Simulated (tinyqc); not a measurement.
Line shape against size: Raman line shape of confined optical phonons and breathing modes of small crystals. Computed by tinyqc, a small Python program. Command: `OMP_NUM_THREADS=1 python tinyqc.py 3020225 3020226 out.jsonl confine walk`. One thread of a shared host (Intel(R) Xeon(R) Processor @ 2.30GHz), about 0.02 s of CPU time with the checks.

Confinement in 3 direction(s) lets phonons with q away from zero scatter light. q is in units of 2 pi/a, from 0 to 1, and the branch is isotropic: omega(q)^2 = (omega_0^2 + omega_X^2)/2 + ((omega_0^2 - omega_X^2)/2) cos(pi q). The model and its constant beta are phenomenological; beta = 8 is the common choice.

Inputs (values chosen for the exercise, modelled on silicon):
```
quantity,value,unit
bulk frequency omega_0,520.3,1/cm
frequency at the zone boundary omega_X,400,1/cm
natural width Gamma_0,3.6,1/cm
lattice constant a,5.431,angstrom
size L,11,nm
confinement constant beta,8,-
```

Shape: sphere.

Method:
- Weight W(q) = q^2 exp(-(2 L q/a)^2/(2 beta)) dq, that is exp(-k^2 L^2/(2 beta pi^2)) for k = 2 pi q/a.
- Width q_c = a sqrt(2 beta)/(2 L), where the exponential falls to 1/e; curvature of the branch: omega(q) = omega_0 - c q^2, c = pi^2 (omega_0^2 - omega_X^2)/(8 omega_0); for small q_c the mean of q^2 is (number of confined directions) q_c^2/2, and the mean shift is -c times that.
- I(omega) = int W(q) / [(omega - omega(q))^2 + (Gamma_0/2)^2] dq / int W dq x (Gamma_0/2)^2, by 400 Gauss-Legendre points on 0 < q < min(1, 2.5 a sqrt(2 beta)/L).
- The peak is the maximum of I; the width is taken between the half-maximum points, and the asymmetry is the low-side half-width over the high-side one.

mean shift, quadratic estimate = -3.83952 1/cm

Line shape:
```
L (nm),peak shift (1/cm),full width (1/cm),asymmetry,"mean shift, quadratic estimate (1/cm)"
3,-21.123,64.752,2.469,-51.620
3.6,-14.497,45.304,2.5209,-35.847
4.4,-9.895,31.091,2.4951,-23.997
5.5,-6.6732,20.874,2.3746,-15.358
7,-4.4924,13.991,2.1587,-9.4813
10,-2.6091,8.3834,1.7624,-4.6458
15,-1.439,5.4416,1.3621,-2.0648
25,-0.64668,4.0411,1.0839,-0.74333
```

The peak shift falls with exponent -2.06 at the small end and -1.57 at the large end. For still larger L it tends to the mean shift, which goes as 1/L^2; the ratio is 0.41 in the first row and 0.87 in the last. The width exceeds Gamma_0 by over 10 % for L up to 25 nm. In a sphere the factor q^2 removes the weight at q = 0, so the peak itself moves strongly.

Extremes, crossings and ranges named in words are read from the listed rows.
